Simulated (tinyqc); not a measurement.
Avalanche multiplication and breakdown of a junction from ionisation integrals. Changing the hole prefactor a_p. Computed by tinyqc, a small Python program. Command: `OMP_NUM_THREADS=1 python tinyqc.py 3018073 3018074 out.jsonl impact sweep`. One thread of a shared host (Intel(R) Xeon(R) Processor @ 2.30GHz), about 0.04 s of CPU time with the checks.

Ionisation coefficients follow the local field. Position x runs through the depletion layer from the p side (x = 0), where electrons enter, to the n side (x = w), where holes enter. The built-in voltage is neglected.

Inputs (values chosen for the exercise, modelled on GaAs):

| quantity | value | unit |
|---|---|---|
| electron prefactor a_n | 204000 | 1/cm |
| electron field b_n | 563000 | V/cm |
| hole field b_p | 649000 | V/cm |
| exponent c | 1.8 | - |
| permittivity eps | 12.9 | - |
| doping N of the lightly doped side | 2e+15 | 1/cm^3 |
| bias as a fraction of the breakdown voltage | 0.72 | - |

Junction: one-sided abrupt p+n.

Constants: e = 1.602176634e-19 C; eps_0 = 8.8541878128e-12 F/m.

Method:
- alpha_n = a_n exp(-(b_n/F)^c), alpha_p = a_p exp(-(b_p/F)^c).
- Field F = F_m (1 - s), w = eps eps_0 F_m/(e N), V = F_m w/2, with s = x/w (the peak lies at the p+ side).
- With Phi(x) = int_0^x (alpha_n - alpha_p) dx': 1 - 1/M_n = I_n = int_0^w alpha_n exp(-Phi) dx and M_p = M_n exp(-Phi(w)); trapezoid rule on 401 even points; breakdown at I_n = 1.
- Solve I_n(F_m) = 1.
- Bias V = fraction times the breakdown voltage.
- M_n = 1/(1 - I_n), M_p = M_n exp(-Phi(w)); McIntyre excess noise for the carrier with the larger M, F_x = k M + (1 - k)(2 - 1/M), with k = (smaller M - 1)/(larger M - 1).

One run for each value:

| hole prefactor a_p (1/cm) | breakdown voltage (V) | effective k | excess noise factor | M_n |
|---|---|---|---|---|
| 4.40e+04 | 196.15 | 0.06625 | 1.5692 | 2.1262 |
| 1.20e+05 | 179.11 | 0.16310 | 1.4447 | 1.6692 |
| 3.10e+05 | 162.86 | 0.37678 | 1.3253 | 1.3951 |
| 8.40e+05 | 146.23 | 0.89266 | 1.2132 | 1.2174 |
| 2.30e+06 | 130.43 | 0.47687 | 1.2130 | 1.1129 |

What does the table show, and why?

Over the rows, breakdown voltage (V) falls from 196 to 130 (exponent d ln y / d ln x -0.091 between the first rows and -0.11 between the last); effective k goes from 0.0662 through a maximum among these rows, 0.893 at 840000, to 0.477; excess noise factor falls from 1.57 to 1.21 (exponent d ln y / d ln x -0.082 between the first rows and -2.2e-4 between the last). Breakdown needs feedback from both carriers; weakening one raises V_B much less than in proportion but changes the noise. Left out: 2300, 6100, 16000 (the run failed its checks).

Extremes, crossings and ranges named in words are read from the listed rows.
